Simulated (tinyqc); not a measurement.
Round nanowire with a gate all round, subbands and threshold shift from confinement: one step of the calculation.

Undoped body with a flat potential across it, hard walls, transport along x. One isotropic valley (g = 1, mx = my = mz = me). Non-parabolicity enters the subband edges through E (1 + al E) = gamma, so E = 2 gamma/(1 + sqrt(1 + 4 al gamma)); motion within a subband is taken as parabolic with the band-edge mass. Energies are counted from the bulk band edge.

Problem. Threshold shift. Each subband has N_k = g sqrt(2 mx m0 kB T/(pi hbar^2)); without degeneracy n = exp(EF/Vt) sum N_k exp(-E_k/Vt). Classical value Nc times pi t^2/4, Nc = sum over valleys of 2 g (m m0 kB T/(2 pi hbar^2))^1.5 with m = (mx my mz)^(1/3). Threshold shift dVT = Vt ln(classical value/sum N_k exp(-E_k/Vt)). Use the subbands listed.

Parameters, values chosen for the exercise; masses close to those of InAs: temperature T = 77 K; mass at the band edge me = 0.0234 m0; diameter t = 13.9 nm.

Constants: q = 1.602176634e-19 C, kB = 1.380649e-23 J/K, hbar = 1.054571817e-34 J s, m0 = 9.1093837015e-31 kg, Vt = kB T/q. Results are converted to the units shown.

| subband | E_k (eV) | N_k (cm^-1) |
|---|---|---|
| 0,1 | 0.13801823 | 3.6016651e5 |
| 1,1 | 0.27571461 | 7.2033303e5 |
| 2,1 | 0.41004122 | 7.2033303e5 |
| 0,2 | 0.45042376 | 3.6016651e5 |
| 3,1 | 0.54157582 | 7.2033303e5 |
| 1,2 | 0.60945737 | 7.2033303e5 |
| 4,1 | 0.67093534 | 7.2033303e5 |

Give: shares; sum N_k exp(-E_k/Vt); Nc; classical value; dVT.

Solution.

| subband | shares (%) |
|---|---|
| 0,1 | 100.00 |
| 1,1 | 0.00 |
| 2,1 | 0.00 |
| 0,2 | 0.00 |
| 3,1 | 0.00 |
| 1,2 | 0.00 |
| 4,1 | 0.00 |

sum N_k exp(-E_k/Vt) = 3.3341e-4 cm^-1
Nc = 1.1680e16 cm^-3
classical value = 17724 cm^-1
dVT = 118.04 mV

Range of the model: Non-parabolicity also makes carriers heavier within each subband, which is left out, so densities of states are understated at high energy.

Numbers from tinyqc (`OMP_NUM_THREADS=1 python tinyqc.py 2350011 2350012 out.jsonl`; about 0.1 s on one thread of a shared Intel Xeon 2.30GHz).
